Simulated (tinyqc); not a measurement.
Wannier function of the lower band of a two-orbital chain, step by step. Values are carried at full precision from step to step, so a last printed digit may differ when a step is redone from the rounded ones.

H(k) = [[-d/2 - 2 ta cos k, -t1 - t2 exp(-ik)], [-t1 - t2 exp(ik), d/2 - 2 tb cos k]], k in 1/a, Bloch sums with exp(ikR) and without the positions inside the cell. Mesh k_j = 2 pi j/N. Projection gauge: each lower eigenvector u is multiplied by the phase that makes <trial|u> real and positive (the one-band case of Loewdin orthogonalisation). Wannier amplitudes w(R) = (1/N) sum_k exp(ikR) u(k); hoppings H(R) = (1/N) sum_k exp(-ikR) E(k).

Values chosen for the exercise: d = 1.03 eV (A at -d/2, B at +d/2); t1 = 1.67 eV (A-B in the cell); t2 = 0.95 eV (B to A of the next cell); ta = -0.17 eV (A-A between cells); tb = -0.02 eV (B-B between cells); N = 4 (k points); th = 45 degrees (trial orbital cos(th) A + sin(th) B in cell 0); xb = 0.32 a (position of B (A at 0)); a = 5.4 angstrom (period); kq = 1.96 1/a (point off the mesh).

## Bloch states in the projection gauge

Diagonalise at each mesh point and fix the phase.

Mesh:
```
j  E lower (eV)  E upper (eV)               u_A               u_B  |<trial|u>|
0       -2.4553        2.8353           0.75431           0.65651       0.9976
1       -1.9891        1.9891  0.77360-0.17607i  0.58271+0.17607i       0.9591
2       -1.1701        0.7901           0.91610           0.40094       0.9313
3       -1.9891        1.9891  0.77360+0.17607i  0.58271-0.17607i       0.9591
```

The projection is smallest at j = 2 (0.9313); the gauge is smooth as long as it stays away from zero.

## The Wannier function

w(R) = (1/N) sum_j exp(2 pi i j R/N) u_j, for the N cells nearest the origin; it is real.

Amplitudes:
```
R      on A     on B
-1  -0.1285   0.1519
0    0.8044   0.5557
1    0.0476  -0.0241
2    0.0308  -0.0270
```

norm = 1.0000

Cell 0 holds 95.6 % of the weight.

## Centre and spread in real space

Point-like orbitals at R (A) and R + xb (B): centre <x>, spread <x^2> - <x>^2.

centre in units of a = 0.073
centre in angstrom = 0.396
spread = 1.879 angstrom^2

## The same from overlaps (Marzari-Vanderbilt)

b = 2 pi/N; M_j = u_j^+ diag(1, exp(-i b xb)) u_(j+1), with u_N = u_0. Centre = -(1/2 pi) sum arg M_j; gauge-invariant part Omega_I = (1/(N b^2)) sum (1 - |M_j|^2); gauge-dependent part Omega_D = (1/(N b^2)) sum (arg M_j + b centre)^2.

Overlaps:
```
j   |M_j|  arg M_j (rad)
0  0.9981        -0.2180
1  0.8795        -0.0149
2  0.8795        -0.0149
3  0.9981        -0.2180
```

centre from overlaps = 0.074 a
Omega_I = 0.0467 a^2
Omega_D = 0.0042 a^2

The centre is the Berry phase over 2 pi and does not depend on the trial orbital (modulo a). Omega_D is 8.2 % of the total; in one dimension a gauge that spreads the phase evenly removes it. The total is 0.0508 a^2, against 0.0747 a^2 (centre 0.067 a) in real space on 96 cells.

## Hoppings and interpolation

H(R) = (1/N) sum_j E_j cos(2 pi j R/N) for R = 0 to N/2. Interpolation: E(k) = H(0) + 2 sum H(R) cos(kR), the term R = N/2 of an even mesh counted once.

H(0), H(1), ... (eV): [-1.9009, -0.3213, 0.0882]

interpolated E(kq) = -1.7199 eV

The exact value is -1.7497 eV; the interpolation is off by +29.8 meV. Though the chain has short hoppings, the single band has longer ones, made by paths through the other orbital, which the tails of the Wannier function carry.

## Checks

- Centre from overlaps against the real-space centre on 200 points: 0.06708 against 0.06707.
- Omega_I + Omega_D against the real-space spread on 200 points: both 0.0747.

Program tinyqc; command `OMP_NUM_THREADS=1 python tinyqc.py 1481446 1481447 out.jsonl`; about 0.2 s on one thread of a shared Intel(R) Xeon(R) Processor @ 2.30GHz.
